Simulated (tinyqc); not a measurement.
Surface potential of a MOS transistor: implicit equation and explicit approximations: two steps of the calculation.

p-type body, charge-sheet picture, depletion and inversion only, full ionisation (an idealisation for deep acceptors), Boltzmann statistics (rough once Na exp(x - xn) passes about Nc/7). In units of Vt: xg = (Vg - Vfb)/Vt, x = psi/Vt, G = gamma/sqrt(Vt), xn = (2 phiF + Vc)/Vt. The implicit equation is (xg - x)^2 = G^2 [x - 1 + exp(x - xn)] for x above about 3. Cox = eps0 eox/tox.

Inputs (values chosen for the exercise); band and dielectric values those of a made-up semiconductor:
- T = 350 K (temperature)
- Eg = 1.21 eV (band gap)
- eps_r = 9.66 (relative permittivity)
- Nc = 2.87e19 cm^-3 (conduction-band density of states at T)
- Nv = 3.98e19 cm^-3 (valence-band density of states at T)
- eox = 3.9 (relative permittivity of the gate insulator (close to silicon dioxide))
- tox = 8.2 nm (insulator thickness)
- Na = 1.6e17 cm^-3 (acceptor density)
- Vfb = -0.42 V (flat-band voltage)
- Vc = 0 V (channel-body voltage)
- Vg = 1.18 V (gate-body voltage)

Constants: q = 1.602176634e-19 C, kB = 1.380649e-23 J/K, Vt = kB T/q, eps0 = 8.8541878128e-14 F/cm where lengths are in cm. Results are converted to the units shown.

Question 1. Scales. ni = sqrt(Nc Nv) exp(-Eg/(2 Vt)), Eg in volts; phiF = Vt ln(Na/ni); gamma = sqrt(2 q eps0 eps_r Na)/Cox; VT = Vfb + Vt (xn + G sqrt(xn - 1)).

Find: phiF; gamma; G; xn; VT; xg.

Answer 1.

phiF = 0.4436 V
gamma = 0.4973 V^0.5
G = 2.863
xn = 29.41
VT = 0.9274 V
xg = 53.05

Question 2. New x. D = exp(x - xn), f = (xg - x)^2 - G^2 (x - 1 + D), f' = -2 (xg - x) - G^2 (1 + D), x(new) = x - f/f'.

x at the start = 33.05
G = 2.8633416
xn = 29.412550
xg = 53.049226

Find: D; f; f'; x after iteration 1.

Answer 2.

D = 37.995
f = -174.31
f' = -359.71
x after iteration 1 = 32.565

Computed by the program tinyqc: `OMP_NUM_THREADS=1 python tinyqc.py 2122081 2122082 out.jsonl`, one thread of a shared Intel Xeon 2.30GHz, about 0.01 s for the whole run.
